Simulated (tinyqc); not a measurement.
Dopant redistribution at a moving silicon-oxide interface during parabolic oxidation: one step, computed by the program tinyqc. Command: `OMP_NUM_THREADS=1 python tinyqc.py 3031356 3031357 out.jsonl segox walk`. One thread of a shared host (Intel(R) Xeon(R) Processor @ 2.30GHz), about 0.01 s of CPU time with the checks.

Uniformly doped silicon is oxidised with x_ox = sqrt(B t); the interface advances into the silicon by alpha x_ox, alpha = 0.44. The dopant does not move in the oxide, and at the interface C(silicon) = m C(oxide).

Question. Interface concentration. With the dopant diffusivity D and s = alpha x_ox/(2 sqrt(D t)), in the silicon C = C_B + (C_s - C_B) erfc(y/(2 sqrt(D t)))/erfc(s), y from the original surface. Dopant balance at the interface gives C_s/C_B = 1/[1 + (1/(m alpha) - 1) g], g = sqrt(pi) s exp(s^2) erfc(s).

Inputs (values chosen for the exercise, modelled on boron in silicon under steam): segregation coefficient m = C(silicon)/C(oxide) = 0.27; bulk doping C_B = 6.2e+16 1/cm^3; temperature T = 1150 C.

s = 0.5051871

Give: g; ratio C_s/C_B; C_s in the silicon; concentration in the oxide.

Answer.

g = 0.5489

ratio C_s/C_B = 0.1972

C_s in the silicon = 1.222e+16 1/cm^3

concentration in the oxide = 4.528e+16 1/cm^3

m alpha = 0.119: the oxide takes more dopant than the consumed silicon held, so the silicon is depleted. For a very fast interface the ratio would tend to m alpha. Caution: parabolic growth needs an oxide much thicker than the Deal-Grove length A, which fails for thin films and low temperatures; oxidation-enhanced or retarded diffusion is ignored.
